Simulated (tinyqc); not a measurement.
WKB tunnelling through a gate dielectric with a two-band (Franz) dispersion: one step. The integrals by Simpson's rule. Two cases, with inputs chosen for the exercise.

Task: Weights 1, 4, 2, 4, 2, 4, 2, 4, 1 times a third of the spacing.

Give: integral of kappa dx.

Case 1.

kappa (1/angstrom):
```
x (angstrom)    u (eV)  parabolic     Franz
0.00000       2.060000   0.476537  0.364641
7.25000       1.985000   0.467782  0.362525
14.50000      1.910000   0.458860  0.360050
21.75000      1.835000   0.449760  0.357209
29.00000      1.760000   0.440473  0.353992
36.25000      1.685000   0.430986  0.350391
43.50000      1.610000   0.421285  0.346392
50.75000      1.535000   0.411356  0.341981
58.00000      1.460000   0.401180  0.337144
```

Result:

integral of kappa dx: parabolic 25.516, Franz 20.472

Case 2.

kappa (1/angstrom):
```
x (angstrom)    u (eV)  parabolic     Franz
0.00000       3.210000   0.608860  0.491716
2.77054       2.808750   0.569536  0.475040
5.54107       2.407500   0.527288  0.453335
8.31161       2.006250   0.481346  0.425832
11.08214      1.605000   0.430529  0.391310
13.85268      1.203750   0.372849  0.347687
16.62321      0.802500   0.304430  0.290895
19.39375      0.401250   0.215264  0.210533
22.16429      0.000000   0.000000  0.000000
```

Result:

integral of kappa dx: parabolic 8.948, Franz 7.941

Computed by tinyqc, one run a case: `OMP_NUM_THREADS=1 python tinyqc.py N N+1 out.jsonl` with N = 1452202, 1452317; one thread of a shared Intel(R) Xeon(R) Processor @ 2.30GHz, about 0.01 s a run at most.
